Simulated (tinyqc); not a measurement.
One electron in a tunnel-coupled double dot: charge qubit, sensing and quantum capacitance: one step of the calculation.

Basis (left, right), H = [[ep/2, tc], [tc, -ep/2]], splitting Om = sqrt(ep^2 + 4 tc^2), ep = al times the gate voltage. In equilibrium the electron is on the right with the chance P_R = [1 + (ep/Om) tanh(Om/2 kB T)]/2.

Question. Dephasing by charge noise. Noise in ep shifts Om by (ep/Om) d + (2 tc^2/Om^3) d^2. For Gaussian d of deviation se the spread of Om is sqrt[(ep se/Om)^2 + 2 (2 tc^2 se^2/Om^3)^2], and T2* is estimated as sqrt(2) hbar/spread; Om T2*/h counts the oscillations within T2*.

Parameters, values chosen for the exercise:

| symbol | value | unit | meaning |
|---|---|---|---|
| tc | 33 | ueV | tunnel coupling |
| se | 6.6 | ueV | deviation of quasi-static detuning noise |
| ep | 61.8 | ueV | detuning |

Constants: q = 1.602176634e-19 C, hbar = 1.054571817e-34 J s, h = 6.62607015e-34 J s. Results are converted to the units shown.

Wanted: first-order spread; second-order spread; T2*; oscillations within T2*.

Answer.

first-order spread = 4.5111 ueV
second-order spread = 0.18151 ueV
T2* = 0.20618 ns
oscillations within T2* = 4.5077

At ep = 0 the first-order term vanishes and T2* would be 1.99 ns.

tinyqc, about 0.01 s, one thread, Intel Xeon 2.30GHz (shared host): `OMP_NUM_THREADS=1 python tinyqc.py 2470101 2470102 out.jsonl`
